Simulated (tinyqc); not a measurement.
Strained alloy layer of GaSb and GaAs on (001) InP, model-solid band line-up: one step of the calculation.

The layer is x parts of the first compound and 1 - x of the second, grown coherently on the third as substrate and barrier. Rows of the table: lattice constant a, average valence level Ea on an absolute scale, spin-orbit splitting so, gaps at Gamma, X and L, hydrostatic deformation potentials av and ac (Gamma), shear potential b, elastic constants, electron and heavy-hole (along z) masses. All are interpolated linearly in x; gaps get -C x (1 - x), taken wholly in the conduction band; real line-ups can differ from this model by 0.1 eV or more.

Question. Critical thickness. In-plane strain e = (a_substrate - a)/a. Matthews-Blakeslee for 60-degree dislocations in a single layer: hc = k (ln(hc/bv) + 1), k = bv (1 - nu/4)/(4 pi |e| (1 + nu)), nu = c12/(c11 + c12), bv = a/sqrt(2); the larger root.

Values chosen for this exercise: fraction of the first compound in the layer x = 0.42; bowing of the Gamma gap CG = 1.43 eV; bowing of the X gap CX = 1.2 eV; bowing of the L gap CL = 1.2 eV; layer thickness Lw = 10.5 nm.

Binary compounds, values chosen for the exercise:
```
	close to GaSb	close to GaAs	close to InP
a (angstrom)	6.096	5.653	5.869
Ea (eV)	-6.25	-6.92	-7.04
so (eV)	0.771	0.34	0.11
EG (eV)	0.73	1.43	1.34
EX (eV)	1.04	1.91	2.16
EL (eV)	0.818	1.7	1.93
av (eV)	0.78	1.18	1.27
ac (eV)	-6.94	-7.07	-4.98
b (eV)	-1.97	-1.72	-1.69
c11 (GPa)	87.8	118	102
c12 (GPa)	40.5	53.6	56.8
me (m0)	0.0391	0.0661	0.08
mh (m0)	0.248	0.346	0.528
```

Give: nu; bv; hc.

Answer.

nu = 0.3135
bv = 0.4129 nm
hc = 22.46 nm

The layer, Lw = 10.5 nm, is thinner than hc, so it stays coherent by this criterion.

Numbers from tinyqc (`OMP_NUM_THREADS=1 python tinyqc.py 2690171 2690172 out.jsonl`; about 0.01 s on one thread of a shared Intel Xeon 2.30GHz).
